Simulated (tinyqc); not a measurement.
Implant damage, amorphisation by cascade overlap, and solid-phase epitaxial regrowth: one step, computed by the program tinyqc. Command: `OMP_NUM_THREADS=1 python tinyqc.py 3114226 3114227 out.jsonl sper walk`. One thread of a shared host (Intel(R) Xeon(R) Processor @ 2.30GHz), about 0.01 s of CPU time with the checks.

Range and width of the damage are inputs. Dynamic annealing enters only through the surviving share f.

Task: Damage left below the interface. Displaced atoms per area beyond the lower edge z2: f nu Q (1/2) erfc((z2 - R_d)/(sqrt2 s_d)); they are not removed by regrowth.

Inputs (values chosen for the exercise, modelled on indium ions in silicon):
```
quantity                           value    unit
depth of the damage peak R_d          17      nm
width of the damage profile s_d      9.6      nm
share of defects that survive f     0.94       -
dose Q                           1.2e+14  1/cm^2
```

lower edge = 34.91893 nm

displacements per ion nu = 729.2578

Give: share of the damage beyond z2; displaced atoms beyond z2.

Result:

share of the damage beyond z2 = 0.03098

displaced atoms beyond z2 = 2.549e+15 1/cm^2
